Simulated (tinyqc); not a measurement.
From results back to parameters: Boltzmann transport in a parabolic band with a power-law relaxation time. Three cases, with inputs chosen for the exercise.

Problem. The Seebeck coefficient and the Hall density nH = n/rH are given; md is hidden (a Pisarenko analysis).

F_j(eta) = (1/Gamma(j + 1)) integral_0^infinity x^j dx/(1 + exp(x - eta)), which tends to exp(eta) for eta << 0.

n = N F_1/2(eta) with N = 2 (m kB T/(4 pi c))^(3/2) with c = hbar^2/2m0, in 1/angstrom^3; times 1e24 for 1/cm^3, m = md.

tau = tau0 x^r with x = E/kT. With K_j = Gamma(j + 1) F_j(eta): <tau> = tau0 (r + 3/2) K_(r+1/2)/((3/2) K_(1/2)); mu = <tau>/(mc m0/e), m0/e = 5.685630e-12 kg/C; Hall factor rH = (3/2) K_(1/2) (2r + 3/2) K_(2r+1/2)/((r + 3/2) K_(r+1/2))^2; Seebeck S = -(kB/e) [(r + 5/2) K_(r+3/2)/((r + 3/2) K_(r+1/2)) - eta]; Lorenz number L = (kB/e)^2 [(r + 7/2) K_(r+5/2)/((r + 3/2) K_(r+1/2)) - ((r + 5/2) K_(r+3/2)/((r + 3/2) K_(r+1/2)))^2]; kB/e in V/K. Valley anisotropy is left out of rH.

Constants: hbar^2/2m0 = 3.80998211 eV angstrom^2; kB = 8.617333262e-05 eV/K.

Case 1.

Values chosen (out of a larger set: masses near those of Ge; tau0 is set for a mobility of the usual size at this n, kL is a free input; freeze-out and phonon drag, which matter near 77 K, are left out; not measured data): r = -0.5 (exponent of tau); T = 400 K.

S = -58.347 microvolt/K
nH = 1.2621e+20 1/cm^3

Case 2.

Values chosen (out of a larger set: masses near those of Ge; tau0 is set for a mobility of the usual size at this n, kL is a free input; freeze-out and phonon drag, which matter near 77 K, are left out; not measured data): r = -0.5 (exponent of tau); T = 300 K.

S = -628.529 microvolt/K
nH = 4.5001e+16 1/cm^3

Case 3.

Values chosen (out of a larger set: masses near those of Si; tau0 is set for a mobility of the usual size at this n, kL is a free input; freeze-out and phonon drag, which matter near 77 K, are left out; not measured data): r = 0.5 (exponent of tau); T = 300 K.

S = -421.608 microvolt/K
nH = 3.7286e+18 1/cm^3

Find: eta; rH; n; md.

Solution. S depends on eta alone and |S| falls steadily with it; eta gives rH and so n, and N = n/F_1/2(eta) gives md from N proportional to md^(3/2).

Case 1.

eta = 4.77
rH = 1.030
n = 1.3e+20 1/cm^3
md = 0.549 m0

Case 2.

eta = -5.29
rH = 1.178
n = 5.3e+16 1/cm^3
md = 0.561 m0

Case 3.

eta = -1.84
rH = 1.100
n = 4.1e+18 1/cm^3
md = 1.053 m0

Computed by tinyqc, one run a case: `OMP_NUM_THREADS=1 python tinyqc.py N N+1 out.jsonl` with N = 1680387, 1680405, 1680431; one thread of a shared Intel(R) Xeon(R) Processor @ 2.30GHz, about 0.01 s a run at most.
